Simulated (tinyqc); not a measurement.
Inside a calculation. Model: heat flow across a film from the phonon Boltzmann equation in the relaxation-time approximation. Computed by tinyqc, a small Python program that keeps every step. Command: `OMP_NUM_THREADS=1 python tinyqc.py 3003319 3003320 out.jsonl slabbte walk`. One thread of a shared host (Intel(R) Xeon(R) Processor @ 2.30GHz), about 0.01 s of CPU time with the checks. Intermediate numbers are printed to about 7 digits and carried at full precision; extremes and crossings named in words are read from the listed rows.

Two black walls, hot at x = 0 and cold at x = L, emit phonons isotropically. For one free path Lambda, with tau = x/Lambda, tau_L = L/Lambda and phi = (T - T_cold)/Delta T, energy balance gives phi(tau) = (1/2) [E2(tau) + int_0^tau_L phi(s) E1(|tau - s|) ds]; E_n are the exponential integrals. The flux over the ballistic flux C v Delta T/4 is psi = 1 - 2 int_0^tau_L phi(s) E2(s) ds, and kappa_eff/kappa = (3/4) tau_L psi. kappa = C v Lambda/3 is an input, so at fixed kappa a longer free path means a smaller C v.

Inputs (values chosen for the exercise, modelled on silicon carbide):
```
quantity,value,unit
bulk conductivity kappa,367,W/(m K)
film thickness L,1400,nm
wall temperature difference Delta T,11,K
free path Lambda_1,180,nm
free path Lambda_2,1700,nm
share f_2 of kappa,0.24,-
cells n in the small system,5,-
```

Free-path groups: two.

## The small linear system for Lambda_1

Cut the film into n equal cells with constant phi, collocated at the centres c_i: the kernel integrates to A_ij = |E2(|c_i - e_j|) - E2(|c_i - e_(j+1)|)|/2 for cell edges e_j, and A_ii = 1 - E2(half a cell); solve (1 - A) phi = E2(c)/2; psi = 1 - 2 sum_j phi_j [E3(e_j) - E3(e_(j+1))].

optical thickness tau_L = 7.777778

1 - A, lower triangle (symmetric):
```
,1,2,3,4,5
1,0.2078949
2,-0.0917254,0.2078949
3,-0.0103981,-0.0917254,0.2078949
4,-0.0015247,-0.0103981,-0.0917254,0.2078949
5,-0.0002475,-0.0015247,-0.0103981,-0.0917254,0.2078949
```

right-hand side E2(c)/2: [0.1039474, 0.01222203, 0.001823890, 2.992287e-04, 5.175492e-05]

flux weights E3(e_j) - E3(e_(j+1)): [0.4471715, 0.04500343, 0.006542123, 0.001060914, 1.822830e-04]

## Temperature profile and flux in the small system

In short, (1 - A) phi = b and psi = 1 - 2 sum_j w_j phi_j, with b the right-hand side and w_j the flux weights; the cells divide 0 to tau_L.

phi at the cell centres: [0.8184349, 0.6588895, 0.5000000, 0.3411105, 0.1815651]

psi, small system = 0.2014018

## Fine solution for Lambda_1

Use 150 and 300 cells and extrapolate psi = (4 psi(300) - psi(150))/3. The jump at the hot wall is 1 - phi there (linear extrapolation from the first two of 300 cells). Two-flux (diffusion with slip) formula: psi = 1/(1 + 3 tau_L/4).

psi for Lambda_1 = 0.1449516

kappa_eff/kappa for Lambda_1 = 0.8455508

jump at the wall / Delta T for Lambda_1 = 0.06340361

psi, two-flux formula = 0.1463415

The small system misses psi by +38.94 %, since its cells are thicker than a free path, and the two-flux formula by +1.0 %. For Lambda_1 alone: Transport is nearly diffusive: the jumps are small.

## Conductivity, flux and boundary resistance of the film

Each group is solved on its own with 150 and 300 cells, psi = (4 psi(300) - psi(150))/3, and weighted by its share of kappa (f_1 is what the others leave); exchange of energy between groups inside the film is left out. Flux J = kappa_eff Delta T/L; apparent boundary resistance per wall (L/kappa_eff - L/kappa)/2.

kappa_eff = 268.3838 W/(m K)

kappa_eff/kappa = 0.7312910

flux J = 2.108730 GW/m^2

apparent resistance per wall = 0.7008482 m^2 K/GW

## Exact and approximate size effects

Two-flux: kappa_eff/kappa = sum f_i/(1 + 4 Lambda_i/(3 L)). Matthiessen with the thickness: sum f_i/(1 + Lambda_i/L). Ballistic limit: sum f_i 3 L/(4 Lambda_i).

Kappa_eff/kappa:
```
L (nm),Boltzmann,two-flux,Matthiessen,ballistic limit
5.4,0.01719057,0.01729412,0.02289586,0.01767176
18,0.05408135,0.05491412,0.07160546,0.05890588
45,0.1215310,0.1246720,0.1581891,0.1472647
110,0.2420875,0.2499651,0.3028615,0.3599804
270,0.4160244,0.4278983,0.4888934,0.8835882
720,0.6168909,0.6278571,0.6794050,2.356235
1800,0.7683868,0.7768177,0.8143377,5.890588
4500,0.8755267,0.8811249,0.9049628,14.72647
```

The two-flux formula lies above the Boltzmann result by at most about 3.3 % (at L = 110 nm); the Matthiessen form is high by up to 33 %, since it misses the factor 3/4 of the ballistic limit. The thinnest film reaches 97 % of that limit, and the thickest, 25 Lambda_1, only 88 % of the bulk value: the long free paths keep the size effect alive far beyond Lambda_1. Rows below about 10 nm are near the phonon wavelength, where a particle picture fails.

Checks made by the program: symmetry phi(tau) + phi(tau_L - tau) = 1 (relative difference below 1e-10); thick-film limit psi = 1/(3 tau_L/4 + 1.0657) at tau_L = 20 (relative difference 2e-04).
